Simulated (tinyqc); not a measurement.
# Undoped gate-all-around wire MOSFET, analytic charge model: what changes with what

An undoped round wire of radius R under an insulator shell and a surrounding gate; long channel, electrons only, n = ni exp((psi - V)/Vt) with V the quasi-Fermi potential (0 at the source, Vd at the drain), constant mobility, no quantisation. The radial Poisson equation gives n(r) = n(0)/(1 - (1 - b) r^2/R^2)^2 with b = Q0/(Q + Q0). Q is the electron charge per area of the wire surface.

Values chosen for this exercise; material values close to those of silicon: temperature T = 300 K; band gap Eg = 1.11 eV; relative permittivity of the semiconductor eps_r = 11.8; conduction-band density of states at T Nc = 2.78e19 cm^-3; valence-band density of states at T Nv = 2.7e19 cm^-3; relative permittivity of the gate insulator eox = 25.6; insulator thickness tox = 12 nm; wire radius R = 6 nm; gate work function less that of the intrinsic body dphi = -0.1 V; channel mobility mu = 120 cm^2/(V s); gate length L = 0.5 um; drain voltage Vd = 0.1 V.

Constants: q = 1.602176634e-19 C, kB = 1.380649e-23 J/K, Vt = kB T/q, eps0 = 8.8541878128e-14 F/cm where lengths are in cm. Results are converted to the units shown.

Each table varies one quantity; the others keep the values above.

## Effect of the gate work function less that of the intrinsic body

ni = sqrt(Nc Nv) exp(-Eg/(2 Vt)), Eg in volts; Cox = eps0 eox/(R ln(1 + tox/R)); Q0 = 4 eps0 eps_r Vt/R; V0 = dphi + Vt ln[8 eps0 eps_r Vt/(q ni R^2)]. Q solves Vg - V0 - V = Q/Cox + Vt ln(Q/Q0) + Vt ln(1 + Q/Q0). I = mu (2 pi R/L)[2 Vt (Qs - Qd) + (Qs^2 - Qd^2)/(2 Cox) + Vt Q0 ln((Qd + Q0)/(Qs + Q0))], with Qs at V = 0 and Qd at V = Vd.  I(low) is taken at Vg = 0.15 V, Qs and I(high) at Vg = 0.9 V.

Effect of the gate work function less that of the intrinsic body:

| dphi (V) | V0 (V) | I(low) (nA) | Qs(high) (nC/cm^2) | I(high) (uA) |
|---|---|---|---|---|
| -0.25 | 0.25356 | 0.73080 | 1804.7 | 1.4914 |
| -0.2 | 0.30356 | 0.10809 | 1648.1 | 1.3509 |
| -0.15 | 0.35356 | 0.015680 | 1492.8 | 1.2119 |
| -0.1 | 0.40356 | 0.0022677 | 1339.1 | 1.0746 |
| -0.05 | 0.45356 | 3.2784e-4 | 1187.3 | 0.93922 |
| 0 | 0.50356 | 4.7391e-5 | 1037.6 | 0.80639 |
| 0.05 | 0.55356 | 6.8507e-6 | 890.69 | 0.67668 |

What does the table show?

As dphi goes from -0.25 to 0.05 V, I(low) falls from 0.731 to 6.85e-6 nA and I(high) falls from 1.49 to 0.677 uA. V0 rises from 0.254 to 0.554 V. In every row the surface density at the source at the higher gate voltage passes 0.3 Nc, where Boltzmann statistics fail. In every row the body is thin enough for quantum confinement, left out here, to raise the threshold.

## Output curve

Same model as above.

I = mu (2 pi R/L)[2 Vt (Qs - Qd) + (Qs^2 - Qd^2)/(2 Cox) + Vt Q0 ln((Qd + Q0)/(Qs + Q0))], with Qs at V = 0 and Qd at V = Vd.

In this table Vg = 0.7 V.

Output curve:

| Vd (V) | Qd (nC/cm^2) | Qd/Qs | I (uA) |
|---|---|---|---|
| 0.06 | 580.8 | 0.7774 | 0.3601 |
| 0.11 | 448.8 | 0.6006 | 0.5927 |
| 0.16 | 325.0 | 0.4350 | 0.7674 |
| 0.21 | 212.9 | 0.2850 | 0.8885 |
| 0.27 | 101.8 | 0.1362 | 0.9726 |
| 0.32 | 38.60 | 0.05167 | 1.003 |
| 0.37 | 9.004 | 0.01205 | 1.013 |
| 0.42 | 1.475 | 0.001975 | 1.015 |
| 0.47 | 0.2178 | 2.915e-4 | 1.015 |

The current rises from 0.360 to 1.01 uA, while the charge at the drain end falls from 0.78 to 2.9e-4 of that at the source. The current first comes within 1 % of its last value at Vd = 0.37 V among the rows. Over the last rows Qd falls by a factor of e for each Vt of drain voltage: the drain end is in weak inversion. In every row the surface density at the source passes 0.3 Nc, where Boltzmann statistics fail. In every row the body is thin enough for quantum confinement, left out here, to raise the threshold.

## Effect of the insulator thickness

Same model as above.

The same in every row: V0 (V) = 0.4036.

Effect of the insulator thickness:

| tox (nm) | I(low) (nA) | Qs(high) (nC/cm^2) | I(high) (uA) |
|---|---|---|---|
| 4 | 0.002268 | 2633 | 2.092 |
| 5.8 | 0.002268 | 2057 | 1.641 |
| 8.3 | 0.002268 | 1650 | 1.320 |
| 12 | 0.002268 | 1339 | 1.075 |
| 17 | 0.002268 | 1119 | 0.9001 |
| 25 | 0.002268 | 935.5 | 0.7540 |
| 36 | 0.002268 | 803.5 | 0.6487 |

As tox goes from 4 to 36 nm, I(low) stays near 0.00227 nA and I(high) falls from 2.09 to 0.649 uA. On average I(low) is independent of tox and I(high) goes as tox^(-0.53). Below threshold no voltage drops over the insulator in this long-channel model, so its thickness does not matter there. In every row the surface density at the source at the higher gate voltage passes 0.3 Nc, where Boltzmann statistics fail. In every row the body is thin enough for quantum confinement, left out here, to raise the threshold.

Program tinyqc, `OMP_NUM_THREADS=1 python tinyqc.py 2460014 2460015 out.jsonl`; Intel Xeon 2.30GHz, shared host, one thread, about 0.02 s.
